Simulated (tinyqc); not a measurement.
# Input admittance of a MOSFET at zero drain bias: distributed channel and distributed gate: what changes with what

Source and drain grounded, strong inversion, w = 2 pi f, Cox = eps0 eox/tox. The channel is an RC line of resistance 1/(mu Cox Vo) per square fed from both ends, so one finger has the intrinsic admittance y = i w Cox L tanh(g)/g per width, g = (1/2) sqrt(i w tau), tau = L^2/(mu Vo). The vertical resistance rv/L is in series with y, the overlaps 2 i w Cov in parallel: y_t = 1/(1/y + rv/L) + 2 i w Cov. The gate strip is a line of Rsh/L per length loaded by y_t, so a finger has Y = y_t Wf tanh(k)/k, k = (Wf/sd) sqrt(y_t Rsh/L); the device has Nf Y.

Inputs (values chosen for the exercise); values of the order met in silicon radio-frequency transistors:
- eox = 3.9 (relative permittivity of the gate insulator (close to silicon dioxide))
- tox = 7.6 nm (insulator thickness)
- L = 1.4 um (channel length)
- Wf = 1.4 um (finger width)
- Nf = 64 (number of fingers)
- mu = 310 cm^2/(V s) (channel mobility)
- Vo = 0.78 V (gate overdrive)
- Rsh = 15 ohm/square (sheet resistance of the gate)
- rv = 0 ohm um^2 (vertical resistivity of the gate stack)
- sd = 1 (number of ends at which a finger is contacted)
- Cov = 0.23 fF/um (overlap and fringe capacitance on each side)
- f = 1.9 GHz (frequency)

Constants: eps0 = 8.8541878128e-14 F/cm where lengths are in cm. Results are converted to the units shown.

Each table varies one quantity; the others keep the values above.

## Input impedance against frequency

Low-frequency limits, with c = Cox L and ct = c + 2 Cov: R_strip = Rsh Wf/(3 sd^2 L Nf), R_ch = (c/ct)^2 L/(12 mu Cox Vo Wf Nf), R_vert = (c/ct)^2 rv/(L Wf Nf), C = ct Wf Nf. Z = 1/(Nf Y) = R + 1/(i w C), Q = |Im Z|/R, far-point signal |1/cosh k|.

The same in every row: low-frequency R (ohm) = 10.39.

Result of one run:
```
f (GHz)  w tau      |k|  R (ohm)  C (fF)      Q  signal at the far point
8        4.074  0.08184    10.28   594.3  3.256                   0.9990
```

What becomes of these results when the frequency f is changed from 8 to 0.4 GHz, all else the same?

Result of the changed run:
```
f (GHz)   w tau      |k|  R (ohm)  C (fF)      Q  signal at the far point
0.4      0.2037  0.01897    10.38   611.1  62.69                    1.000
```

The whole series:
```
f (GHz)    w tau       |k|  R (ohm)  C (fF)      Q  signal at the far point
0.02     0.01019  0.004243    10.39   611.2   1254                    1.000
0.05     0.02547  0.006708    10.39   611.2  501.5                    1.000
0.1      0.05093  0.009487    10.39   611.2  250.8                    1.000
0.4       0.2037   0.01897    10.38   611.1  62.69                    1.000
1         0.5093   0.02998    10.38   610.9  25.09                    1.000
3          1.528   0.05168    10.37   608.7  8.404                   0.9998
8          4.074   0.08184    10.28   594.3  3.256                   0.9990
20         10.19    0.1141    9.779   524.1  1.553                   0.9965
60         30.56    0.1464    7.038   314.2  1.200                   0.9932
```

R falls from 10.4 to 7.04 ohm and C falls from 611 to 314 fF. Q goes as f^(-1.00) between the first two rows and f^(-0.23) between the last two, where w tau = 30.6 and |k| = 0.146. The low-frequency limits hold both R and C within 5 % up to f = 8 GHz among the rows.

## Effect of the gate overdrive

Same model as above.

Results:
```
Vo (V)   w tau      |k|  R (ohm)  low-frequency R (ohm)  C (fF)      Q  signal at the far point
0.2      3.774  0.04007    39.93                  40.28   596.6  3.516                   0.9998
0.35     2.157  0.04091    22.98                  23.05   606.3  6.011                   0.9999
0.5      1.510  0.04113    16.13                  16.16   608.8  8.528                   0.9999
0.65     1.161  0.04122    12.44                  12.45   609.7  11.05                   0.9999
0.8     0.9435  0.04127    10.12                  10.13   610.2  13.56                   0.9999
0.95    0.7945  0.04129    8.538                  8.541   610.5  16.07                   0.9999
1.25    0.6038  0.04132    6.508                  6.510   610.8  21.07                    1.000
```

Estimate the missing row, Vo = 1.1 V.

Computed row:
```
Vo (V)   w tau      |k|  R (ohm)  low-frequency R (ohm)  C (fF)      Q  signal at the far point
1.1     0.6862  0.04131    7.385                  7.387   610.7  18.58                    1.000
```

With this row back in the table: As Vo goes from 0.2 to 1.25, R falls from 39.9 to 6.51 ohm, C rises from 597 to 611 fF and Q rises from 3.52 to 21.1. Only the channel term depends on Vo.

Computed by the program tinyqc: `OMP_NUM_THREADS=1 python tinyqc.py 2262212 2262213 out.jsonl`, one thread of a shared Intel Xeon 2.30GHz, about 0.01 s for the whole run.
